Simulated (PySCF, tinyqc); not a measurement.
Inside a calculation (part 1 of 2). Method: CISD on RHF in the sto-6g basis, frozen core, for BeH+, spin multiplicity 1. The lowest restricted solution is unstable here: a spin-polarised one lies 0.0288 hartree lower (PySCF). Computed by tinyqc, a small Python program that keeps every step (integrals from PySCF). Settings: charge = 1, multiplicity = 1, basis = sto-6g, method = RHF, frozen orbitals = 1, energy threshold = 1e-10, iteration cap = 52, orthogonalisation = canonical, start = Wolfsberg-Helmholz matrix, DIIS depth = 6, ci = CISD. Command: `OMP_NUM_THREADS=1 python tinyqc.py 29454 29455 out.jsonl` (the two numbers bound the seeds that draw the settings). One thread of a shared host (Intel(R) Xeon(R) Processor @ 2.60GHz), about 0.2 s of CPU time with the checks. Later iterations appear only in the table of the cycle.

## One-electron integrals

Geometry (angstrom):
```
atom         x         y         z
Be    0.000000  0.000000  0.000000
H     0.000000  0.000000  2.068000
```

Basis sto-6g: exponents (1/bohr^2) and contraction coefficients of normalised primitives:
```
element  l (shell)    exponent  coefficient
Be           s (1)  312.870494     0.009164
Be           s (1)   57.364463     0.049361
Be           s (1)   16.048509     0.168538
Be           s (1)    5.513096     0.370563
Be           s (1)    2.140897     0.416492
Be           s (1)    0.881739     0.130334
Be           s (2)   13.633247    -0.013253
Be           s (2)    2.698375    -0.046992
Be           s (2)    0.838653    -0.033785
Be           s (2)    0.322660     0.250242
Be           s (2)    0.140131     0.595117
Be           s (2)    0.064233     0.240706
Be           p (3)   13.633247     0.003760
Be           p (3)    2.698375     0.037679
Be           p (3)    0.838653     0.173897
Be           p (3)    0.322660     0.418036
Be           p (3)    0.140131     0.425860
Be           p (3)    0.064233     0.101708
H            s (1)   35.523221     0.009164
H            s (1)    6.513144     0.049361
H            s (1)    1.822143     0.168538
H            s (1)    0.625955     0.370563
H            s (1)    0.243077     0.416492
H            s (1)    0.100112     0.130334
```

Overlap, kinetic and nuclear-attraction integrals over the contracted functions; the nuclear repulsion is the sum of Za Zb / Rab.

nuclear repulsion = 1.02355360 hartree

overlap S:
```
           1Be 1s    1Be 2s   1Be 2px   1Be 2py   1Be 2pz     2H 1s
1Be 1s   1.000000  0.254764  0.000000  0.000000  0.000000  0.013923
1Be 2s   0.254764  1.000000  0.000000  0.000000  0.000000  0.215948
1Be 2px  0.000000  0.000000  1.000000  0.000000  0.000000  0.000000
1Be 2py  0.000000  0.000000  0.000000  1.000000  0.000000  0.000000
1Be 2pz  0.000000  0.000000  0.000000  0.000000  1.000000  0.289836
2H 1s    0.013923  0.215948  0.000000  0.000000  0.289836  1.000000
```

kinetic energy T (hartree):
```
            1Be 1s     1Be 2s   1Be 2px   1Be 2py   1Be 2pz      2H 1s
1Be 1s    6.768753  -0.207382  0.000000  0.000000  0.000000  -0.005850
1Be 2s   -0.207382   0.220121  0.000000  0.000000  0.000000   0.002513
1Be 2px   0.000000   0.000000  0.661265  0.000000  0.000000   0.000000
1Be 2py   0.000000   0.000000  0.000000  0.661265  0.000000   0.000000
1Be 2pz   0.000000   0.000000  0.000000  0.000000  0.661265   0.035582
2H 1s    -0.005850   0.002513  0.000000  0.000000  0.035582   0.768522
```

nuclear attraction V (hartree):
```
             1Be 1s     1Be 2s    1Be 2px    1Be 2py    1Be 2pz      2H 1s
1Be 1s   -14.970680  -1.715925   0.000000   0.000000  -0.007960  -0.100447
1Be 2s    -1.715925  -2.554117   0.000000   0.000000  -0.078873  -0.458589
1Be 2px    0.000000   0.000000  -2.537029   0.000000   0.000000   0.000000
1Be 2py    0.000000   0.000000   0.000000  -2.537029   0.000000   0.000000
1Be 2pz   -0.007960  -0.078873   0.000000   0.000000  -2.587980  -0.603624
2H 1s     -0.100447  -0.458589   0.000000   0.000000  -0.603624  -2.262745
```

core Hamiltonian H = T + V (hartree):
```
            1Be 1s     1Be 2s    1Be 2px    1Be 2py    1Be 2pz      2H 1s
1Be 1s   -8.201927  -1.923307   0.000000   0.000000  -0.007960  -0.106297
1Be 2s   -1.923307  -2.333996   0.000000   0.000000  -0.078873  -0.456076
1Be 2px   0.000000   0.000000  -1.875764   0.000000   0.000000   0.000000
1Be 2py   0.000000   0.000000   0.000000  -1.875764   0.000000   0.000000
1Be 2pz  -0.007960  -0.078873   0.000000   0.000000  -1.926715  -0.568042
2H 1s    -0.106297  -0.456076   0.000000   0.000000  -0.568042  -1.494223
```

## Two-electron integrals

Functions are numbered as in S; the eight-fold symmetry (ij|kl) = (ji|kl) = (kl|ij) leaves the list below.

Two-electron integrals (ij|kl) in chemists' order, unique and non-zero (hartree):
```
(11|11) 2.299996   (21|11) 0.361879   (21|21) 0.071926   (22|11) 0.570332
(22|21) 0.139654   (22|22) 0.417773   (31|31) 0.015252   (32|31) 0.022555
(32|32) 0.092340   (33|11) 0.570332   (33|21) 0.139654   (33|22) 0.417773
(33|33) 0.450117   (41|41) 0.015252   (42|41) 0.022555   (42|42) 0.092340
(43|43) 0.024258   (44|11) 0.570332   (44|21) 0.139654   (44|22) 0.417773
(44|33) 0.401601   (44|44) 0.450117   (51|51) 0.015252   (52|51) 0.022555
(52|52) 0.092340   (53|53) 0.024258   (54|54) 0.024258   (55|11) 0.570332
(55|21) 0.139654   (55|22) 0.417773   (55|33) 0.401601   (55|44) 0.401601
(55|55) 0.450117   (61|11) 0.019898   (61|21) 0.003863   (61|22) 0.007549
(61|33) 0.007486   (61|44) 0.007486   (61|51) 0.000388   (61|52) 0.000777
(61|55) 0.007674   (61|61) 0.000220   (62|11) 0.080393   (62|21) 0.020192
(62|22) 0.070191   (62|33) 0.067278   (62|44) 0.067278   (62|51) 0.002653
(62|52) 0.018572   (62|55) 0.076018   (62|61) 0.001219   (62|62) 0.022059
(63|31) 0.001452   (63|32) 0.007611   (63|53) 0.002777   (63|63) 0.001445
(64|41) 0.001452   (64|42) 0.007611   (64|54) 0.002777   (64|64) 0.001445
(65|11) 0.098731   (65|21) 0.025003   (65|22) 0.090009   (65|33) 0.085003
(65|44) 0.085003   (65|51) 0.004190   (65|52) 0.028746   (65|55) 0.100020
(65|61) 0.001554   (65|62) 0.031580   (65|65) 0.045853   (66|11) 0.255776
(66|21) 0.065141   (66|22) 0.251472   (66|33) 0.236647   (66|44) 0.236647
(66|51) 0.007904   (66|52) 0.074710   (66|55) 0.281122   (66|61) 0.003950
(66|62) 0.111533   (66|65) 0.166814   (66|66) 0.774999
```

## Orthogonalisation

S = U s U^T; canonical form X = U s^(-1/2), so that X^T S X = 1. Each column of U has its largest component positive (the first on a tie).

eigenvalues of S: 0.603533  0.810429  1.000000  1.000000  1.177625  1.408412

X:
```
                 1          2          3         4          5         6
1Be 1s    0.427103   0.698291   0.000000  0.000000   0.554260  0.307253
1Be 2s   -0.708180  -0.498494   0.000000  0.000000   0.404012  0.464370
1Be 2px   0.000000   0.000000   0.889868  0.456218   0.000000  0.000000
1Be 2py   0.000000   0.000000  -0.456218  0.889868   0.000000  0.000000
1Be 2pz  -0.582133   0.590469   0.000000  0.000000  -0.524717  0.366017
2H 1s     0.796301  -0.386203   0.000000  0.000000  -0.321572  0.515759
```

Within a degenerate level the vectors are fixed only up to a rotation; this is one choice.

## Starting guess

The start is the generalised Wolfsberg-Helmholz matrix (K = 1.75) built on H; D = 2 C_occ C_occ^T.

D at the start:
```
            1Be 1s    1Be 2s   1Be 2px   1Be 2py    1Be 2pz      2H 1s
1Be 1s    1.977104  0.008008  0.000000  0.000000  -0.147780  -0.110848
1Be 2s    0.008008  0.255987  0.000000  0.000000   0.479315   0.309026
1Be 2px   0.000000  0.000000  0.000000  0.000000   0.000000   0.000000
1Be 2py   0.000000  0.000000  0.000000  0.000000   0.000000   0.000000
1Be 2pz  -0.147780  0.479315  0.000000  0.000000   0.910882   0.588549
2H 1s    -0.110848  0.309026  0.000000  0.000000   0.588549   0.380400
```

## Iteration 1: building the Fock matrix

J_ij = sum D_kl (ij|kl), K_ij = sum D_kl (ik|jl); F = H + J - 0.5 K; E = tr D H + tr D J / 2 - 0.25 tr D K + E_nn.

Coulomb J (hartree):
```
           1Be 1s    1Be 2s   1Be 2px   1Be 2py   1Be 2pz     2H 1s
1Be 1s   5.477419  0.945416  0.000000  0.000000  0.026606  0.052991
1Be 2s   0.945416  1.860646  0.000000  0.000000  0.155416  0.356463
1Be 2px  0.000000  0.000000  1.832597  0.000000  0.000000  0.000000
1Be 2py  0.000000  0.000000  0.000000  1.832597  0.000000  0.000000
1Be 2pz  0.026606  0.155416  0.000000  0.000000  1.916745  0.472671
2H 1s    0.052991  0.356463  0.000000  0.000000  0.472671  1.455688
```

exchange K (hartree):
```
            1Be 1s    1Be 2s   1Be 2px   1Be 2py    1Be 2pz     2H 1s
1Be 1s    4.583949  0.778626  0.000000  0.000000  -0.004235  0.046808
1Be 2s    0.778626  0.404656  0.000000  0.000000   0.324694  0.282403
1Be 2px   0.000000  0.000000  0.084450  0.000000   0.000000  0.000000
1Be 2py   0.000000  0.000000  0.000000  0.084450   0.000000  0.000000
1Be 2pz  -0.004235  0.324694  0.000000  0.000000   0.616170  0.432812
2H 1s     0.046808  0.282403  0.000000  0.000000   0.432812  0.636905
```

Fock matrix F (hartree):
```
            1Be 1s     1Be 2s    1Be 2px    1Be 2py    1Be 2pz      2H 1s
1Be 1s   -5.016481  -1.367203   0.000000   0.000000   0.020764  -0.076709
1Be 2s   -1.367203  -0.675678   0.000000   0.000000  -0.085804  -0.240814
1Be 2px   0.000000   0.000000  -0.085391   0.000000   0.000000   0.000000
1Be 2py   0.000000   0.000000   0.000000  -0.085391   0.000000   0.000000
1Be 2pz   0.020764  -0.085804   0.000000   0.000000  -0.318055  -0.311777
2H 1s    -0.076709  -0.240814   0.000000   0.000000  -0.311777  -0.356987
```

total energy of this density = -14.62327487 hartree

## Iteration 1: diagonalisation and new density

Diagonalise F' = X^T F X, C = X C', fill 2 alpha and 2 beta electrons from the bottom; D = 2 C_occ C_occ^T. Each column has its largest component positive (the first on a tie).

F' = X^T F X (hartree):
```
           1          2          3          4          5          6
1  -0.333635  -0.757538   0.000000   0.000000  -0.806003  -0.477672
2  -0.757538  -1.667818   0.000000   0.000000  -1.774317  -1.114544
3   0.000000   0.000000  -0.085391   0.000000   0.000000   0.000000
4   0.000000   0.000000   0.000000  -0.085391   0.000000   0.000000
5  -0.806003  -1.774317   0.000000   0.000000  -2.379162  -1.280791
6  -0.477672  -1.114544   0.000000   0.000000  -1.280791  -1.428866
```

orbital energies (hartree): MO1 -5.018378, MO2 -0.566576, MO3 -0.234098, MO4 -0.085391, MO5 -0.085391, MO6 0.009571

coefficients C:
```
               MO1        MO2        MO3        MO4       MO5        MO6
1Be 1s    0.994596  -0.128018  -0.237244   0.000000  0.000000   0.098704
1Be 2s    0.020502   0.442944   0.867191   0.000000  0.000000  -0.424547
1Be 2px   0.000000   0.000000   0.000000  -0.055090  0.998481   0.000000
1Be 2py   0.000000   0.000000   0.000000   0.998481  0.055090   0.000000
1Be 2pz  -0.003693   0.493722  -0.533645   0.000000  0.000000  -0.753842
2H 1s    -0.001343   0.555936  -0.141565   0.000000  0.000000   0.907500
```

D after iteration 1:
```
            1Be 1s     1Be 2s   1Be 2px   1Be 2py    1Be 2pz      2H 1s
1Be 1s    2.011218  -0.072626  0.000000  0.000000  -0.133756  -0.145011
1Be 2s   -0.072626   0.393239  0.000000  0.000000   0.437231   0.492441
1Be 2px   0.000000   0.000000  0.000000  0.000000   0.000000   0.000000
1Be 2py   0.000000   0.000000  0.000000  0.000000   0.000000   0.000000
1Be 2pz  -0.133756   0.437231  0.000000  0.000000   0.487550   0.548965
2H 1s    -0.145011   0.492441  0.000000  0.000000   0.548965   0.618132
```

Within a degenerate level the vectors are fixed only up to a rotation; this is one choice.

## Iteration 10 (converged): orbitals

converged F (hartree):
```
            1Be 1s     1Be 2s    1Be 2px    1Be 2py    1Be 2pz      2H 1s
1Be 1s   -5.038478  -1.351979   0.000000   0.000000   0.014214  -0.074002
1Be 2s   -1.351979  -0.804791   0.000000   0.000000  -0.076713  -0.293237
1Be 2px   0.000000   0.000000  -0.116085   0.000000   0.000000   0.000000
1Be 2py   0.000000   0.000000   0.000000  -0.116085   0.000000   0.000000
1Be 2pz   0.014214  -0.076713   0.000000   0.000000  -0.191013  -0.255516
2H 1s    -0.074002  -0.293237   0.000000   0.000000  -0.255516  -0.375425
```

As before.

F' = X^T F X (hartree):
```
           1          2          3          4          5          6
1  -0.360691  -0.811966   0.000000   0.000000  -0.770226  -0.477173
2  -0.811966  -1.737741   0.000000   0.000000  -1.794279  -1.024956
3   0.000000   0.000000  -0.116085   0.000000   0.000000   0.000000
4   0.000000   0.000000   0.000000  -0.116085   0.000000   0.000000
5  -0.770226  -1.794279   0.000000   0.000000  -2.335506  -1.349872
6  -0.477173  -1.024956   0.000000   0.000000  -1.349872  -1.443718
```

orbital energies (hartree): MO1 -5.039614, MO2 -0.610748, MO3 -0.249513, MO4 -0.116085, MO5 -0.116085, MO6 0.022218

coefficients C:
```
               MO1        MO2        MO3        MO4       MO5        MO6
1Be 1s    0.995765  -0.198058  -0.187345   0.000000  0.000000  -0.075914
1Be 2s    0.016215   0.707967   0.717012   0.000000  0.000000   0.336591
1Be 2px   0.000000   0.000000   0.000000   0.999908  0.013536   0.000000
1Be 2py   0.000000   0.000000   0.000000  -0.013536  0.999908   0.000000
1Be 2pz  -0.002329   0.230981  -0.531646   0.000000  0.000000   0.872252
2H 1s    -0.001343   0.507336  -0.484549   0.000000  0.000000  -0.812702
```

D after iteration 10:
```
            1Be 1s     1Be 2s   1Be 2px   1Be 2py    1Be 2pz      2H 1s
1Be 1s    2.061549  -0.248145  0.000000  0.000000  -0.096133  -0.203639
1Be 2s   -0.248145   1.002961  0.000000  0.000000   0.326979   0.718311
1Be 2px   0.000000   0.000000  0.000000  0.000000   0.000000   0.000000
1Be 2py   0.000000   0.000000  0.000000  0.000000   0.000000   0.000000
1Be 2pz  -0.096133   0.326979  0.000000  0.000000   0.106716   0.234377
2H 1s    -0.203639   0.718311  0.000000  0.000000   0.234377   0.514784
```

Within a degenerate level the vectors are fixed only up to a rotation; this is one choice.

## Convergence

Stop when the energy changes by less than 1e-10 hartree and every element of the error matrix X^T (F D S - S D F) X is below 3e-06.

Course of the cycle:
```
iteration   E (hartree)     change  largest element of the error matrix
1          -14.62327487          -                             1.82e-01
2          -14.68211197  -5.88e-02                             5.37e-02
3          -14.71034289  -2.82e-02                             4.69e-02
4          -14.72488010  -1.45e-02                             1.50e-02
5          -14.72575954  -8.79e-04                             4.20e-03
6          -14.72585308  -9.35e-05                             1.67e-03
7          -14.72586601  -1.29e-05                             3.73e-04
8          -14.72586671  -7.03e-07                             7.51e-06
9          -14.72586671  -2.79e-10                             1.31e-07
10         -14.72586671  -7.82e-14                             3.15e-10
```

PySCF RHF in the same basis = -14.72586671 hartree

Converged in 10 iterations.

## Populations, bond orders and dipole

Mulliken: Z minus the diagonal of D S on the atom; Loewdin: the same with S^(1/2) D S^(1/2); Mayer order: 2 sum_s sum (D(s) S)_ij (D(s) S)_ji over the two atoms.

Charges (e):
```
atom  Mulliken   Loewdin
1Be   0.734997  0.746329
2H    0.265003  0.253671
```

Mayer bond orders:
```
pair     order
2-1   0.929773
```

dipole moment about the origin, x y z (debye): 0.000000  0.000000  -0.270857

## Integrals over molecular orbitals

(pq|rs) = sum C_ip C_jq C_kr C_ls (ij|kl), one index at a time.

one-electron integrals over orbitals h = C^T H C (hartree):
```
           1          2          3          4          5          6
1  -8.194993   0.184943   0.191498   0.000000   0.000000   0.051138
2   0.184943  -1.904065  -0.133597   0.000000   0.000000  -0.246563
3   0.191498  -0.133597  -1.803002   0.000000   0.000000   0.131559
4   0.000000   0.000000   0.000000  -1.875764   0.000000   0.000000
5   0.000000   0.000000   0.000000   0.000000  -1.875764   0.000000
6   0.051138  -0.246563   0.131559   0.000000   0.000000  -1.669715
```

Two-electron integrals over orbitals (pq|rs), unique and non-zero (hartree); the lowest 1 orbital is frozen and left out:
```
(22|22) 0.422663    (32|22) -0.059109   (32|32) 0.085141    (33|22) 0.335886
(33|32) 0.020179    (33|33) 0.399947    (42|42) 0.048048    (43|42) 0.037010
(43|43) 0.045550    (44|22) 0.341687    (44|32) 0.056346    (44|33) 0.364758
(44|44) 0.450117    (52|52) 0.048048    (53|52) 0.037010    (53|53) 0.045550
(54|54) 0.024258    (55|22) 0.341687    (55|32) 0.056346    (55|33) 0.364758
(55|44) 0.401601    (55|55) 0.450117    (62|22) -0.003822   (62|32) 0.060583
(62|33) -0.011475   (62|44) 0.070008    (62|55) 0.070008    (62|62) 0.109601
(63|22) 0.056258    (63|32) -0.082905   (63|33) -0.034131   (63|44) -0.048476
(63|55) -0.048476   (63|62) -0.061902   (63|63) 0.099573    (64|42) 0.021615
(64|43) 0.003797    (64|64) 0.020885    (65|52) 0.021615    (65|53) 0.003797
(65|65) 0.020885    (66|22) 0.427684    (66|32) -0.058361   (66|33) 0.366195
(66|44) 0.348932    (66|55) 0.348932    (66|62) -0.018281   (66|63) 0.050622
(66|66) 0.456753
```

## CISD: determinants and Hamiltonian

one-electron integrals dressed by the frozen orbital, h + 2 (pq|11) - (p1|1q) (hartree):
```
           2          3          4          5          6
2  -1.033410   0.059109   0.000000   0.000000   0.003822
3   0.059109  -0.836144   0.000000   0.000000  -0.051933
4   0.000000   0.000000  -0.751412   0.000000   0.000000
5   0.000000   0.000000   0.000000  -0.751412   0.000000
6   0.003822  -0.051933   0.000000   0.000000  -0.723549
```

energy of the frozen orbital, 2 h_11 + (11|11) = -14.10526237 hartree

Hartree-Fock energy = -14.72586671 hartree

Slater-Condon rules over spin orbitals, with the nuclear repulsion and the energy of the frozen orbital added and E(HF) subtracted on the diagonal. Only determinants linked to the reference directly or through others are kept (one block of an abelian symmetry group), so some states are absent.

Occupation strings over the orbitals (2 doubly, a alpha, b beta, 0 empty; spin orbitals ordered 1a 1b 2a 2b ...): 220000 2ab000 2a000b 2ba000 2b000a 202000 20a00b 200200 200020 20b00a 200002

H - E(HF) between determinants (hartree):
```
           220000     2ab000     2a000b     2ba000     2b000a     202000     20a00b     200200
220000   0.000000   0.000000   0.000000   0.000000   0.000000   0.085141   0.060583   0.048048
2ab000   0.000000   0.110489   0.004325  -0.085141  -0.060583   0.079288  -0.082905   0.037010
2a000b   0.000000   0.004325   0.314883  -0.060583  -0.109601  -0.082905   0.000749   0.021615
2ba000   0.000000  -0.085141  -0.060583   0.110489   0.004325  -0.079288   0.007653  -0.037010
2b000a   0.000000  -0.060583  -0.109601   0.004325   0.314883   0.082905   0.061902  -0.021615
202000   0.085141   0.079288  -0.082905  -0.079288   0.082905   0.371816  -0.086065   0.045550
20a00b   0.060583  -0.082905   0.000749   0.007653   0.061902  -0.086065   0.450660   0.003797
200200   0.048048   0.037010   0.021615  -0.037010  -0.021615   0.045550   0.003797   0.591451
200020   0.048048   0.037010   0.021615  -0.037010  -0.021615   0.045550   0.003797   0.024258
20b00a  -0.060583   0.007653   0.061902  -0.082905   0.000749   0.086065  -0.099573  -0.003797
200002   0.109601  -0.061902  -0.014458   0.061902   0.014458   0.099573  -0.001311   0.020885

           200020     20b00a     200002
220000   0.048048  -0.060583   0.109601
2ab000   0.037010   0.007653  -0.061902
2a000b   0.021615   0.061902  -0.014458
2ba000  -0.037010  -0.082905   0.061902
2b000a  -0.021615   0.000749   0.014458
202000   0.045550   0.086065   0.099573
20a00b   0.003797  -0.099573  -0.001311
200200   0.024258  -0.003797   0.020885
200020   0.591451  -0.003797   0.020885
20b00a  -0.003797   0.450660   0.001311
200002   0.020885   0.001311   0.653813
```
